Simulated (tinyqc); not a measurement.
# MOSFET in the linear regime without short-channel effects, parameter extraction from computed curves: what changes with what

Inversion charge Q = Cox n Vt W0(exp((Vg - VT)/(n Vt))), W0 the Lambert function and n = nf; u = Q/Cox; mobility mu = mu0/(1 + th1 u + th2 u^2); channel resistance Rch = (L - dL)/(W mu Q); Id = Vd/(Rch + Rsd/W). Cox = eps0 eox/tox. Small Vd, no channel-length or drain effects.

Inputs (values chosen for the exercise); channel values of the order met in silicon transistors: temperature T = 400 K; relative permittivity of the gate insulator (close to silicon dioxide) eox = 3.9; insulator thickness tox = 3.5 nm; low-field mobility mu0 = 180 cm^2/(V s); first mobility attenuation factor th1 = 0.37 1/V; second mobility attenuation factor th2 = 0 1/V^2; threshold voltage VT = 0.36 V; body factor nf = 1.3; gate width W = 10 um; drawn gate length L = 0.38 um; drawn less effective length dL = 0.005 um; source plus drain resistance Rsd = 240 ohm um; drain voltage Vd = 0.05 V.

Constants: q = 1.602176634e-19 C, kB = 1.380649e-23 J/K, Vt = kB T/q, eps0 = 8.8541878128e-14 F/cm where lengths are in cm. Results are converted to the units shown.

Each table varies one quantity; the others keep the values above.

## Extraction methods against the source plus drain resistance

From the continuous curve Id(Vg): tangent at peak gm (V_ext = Vg - Id/gm); constant current Id = 0.1 uA W/L; peak of d2Id/dVg2; Y = Id/sqrt(gm) drawn through Vg = VT + 0.6 and VT + 0.8 V, with intercept VT_Y and slope s. Mobilities gm,max L/(W Cox Vd) and s^2 L/(W Cox Vd) with the drawn L. Last column: share of Rsd/W in the total resistance at VT + 0.8 V.

Result of one run:

| Rsd (ohm um) | V_ext (V) | constant current (V) | second derivative (V) | VT_Y (V) | mobility from gm (cm^2/(V s)) | mobility from Y (cm^2/(V s)) | series share (%) |
|---|---|---|---|---|---|---|---|
| 100 | 0.362 | 0.309 | 0.346 | 0.406 | 127 | 157 | 2.50 |

What becomes of these results when the source plus drain resistance Rsd is changed from 100 to 200 ohm um, all else the same?

Result of the changed run:

| Rsd (ohm um) | V_ext (V) | constant current (V) | second derivative (V) | VT_Y (V) | mobility from gm (cm^2/(V s)) | mobility from Y (cm^2/(V s)) | series share (%) |
|---|---|---|---|---|---|---|---|
| 200 | 0.360 | 0.309 | 0.345 | 0.406 | 125 | 157 | 4.88 |

The whole series:

| Rsd (ohm um) | V_ext (V) | constant current (V) | second derivative (V) | VT_Y (V) | mobility from gm (cm^2/(V s)) | mobility from Y (cm^2/(V s)) | series share (%) |
|---|---|---|---|---|---|---|---|
| 0 | 0.365 | 0.309 | 0.347 | 0.406 | 130 | 157 | 0 |
| 50 | 0.364 | 0.309 | 0.346 | 0.406 | 128 | 157 | 1.27 |
| 100 | 0.362 | 0.309 | 0.346 | 0.406 | 127 | 157 | 2.50 |
| 200 | 0.360 | 0.309 | 0.345 | 0.406 | 125 | 157 | 4.88 |
| 400 | 0.355 | 0.309 | 0.344 | 0.406 | 121 | 157 | 9.31 |
| 800 | 0.348 | 0.309 | 0.343 | 0.406 | 114 | 157 | 17.0 |
| 1500 | 0.338 | 0.309 | 0.340 | 0.406 | 104 | 157 | 27.8 |

The model has VT = 0.36 V and mu0 = 180 cm^2/(V s). Over the table the extracted thresholds move by 27 mV (tangent), under 0.5 mV (constant current), 7.5 mV (second derivative), under 0.5 mV (Y function). The mobility from gm falls from 130 to 104 and that from Y stays near 157 cm^2/(V s). Y cancels the series resistance, which multiplies Id and sqrt(gm) by the same factor.

## Extraction methods against the first mobility attenuation factor

Same model as above.

Extraction methods against the first mobility attenuation factor:

| th1 (1/V) | V_ext (V) | constant current (V) | second derivative (V) | VT_Y (V) | mobility from gm (cm^2/(V s)) | mobility from Y (cm^2/(V s)) | series share (%) |
|---|---|---|---|---|---|---|---|
| 0 | 0.393 | 0.309 | 0.350 | 0.406 | 150 | 157 | 7.16 |
| 0.2 | 0.369 | 0.309 | 0.347 | 0.406 | 133 | 157 | 6.36 |
| 0.4 | 0.357 | 0.309 | 0.345 | 0.406 | 123 | 157 | 5.72 |
| 0.6 | 0.349 | 0.309 | 0.343 | 0.406 | 115 | 157 | 5.19 |
| 0.8 | 0.343 | 0.309 | 0.341 | 0.406 | 109 | 157 | 4.76 |
| 1 | 0.338 | 0.309 | 0.340 | 0.406 | 104 | 157 | 4.39 |
| 1.2 | 0.333 | 0.309 | 0.338 | 0.406 | 99.1 | 157 | 4.08 |

The model has VT = 0.36 V and mu0 = 180 cm^2/(V s). Over the table the extracted thresholds move by 60 mV (tangent), 0.75 mV (constant current), 12 mV (second derivative), under 0.5 mV (Y function). The mobility from gm falls from 150 to 99.1 and that from Y stays near 157 cm^2/(V s).

Numbers from tinyqc (`OMP_NUM_THREADS=1 python tinyqc.py 2210057 2210058 out.jsonl`; about 0.01 s on one thread of a shared Intel Xeon 2.30GHz).
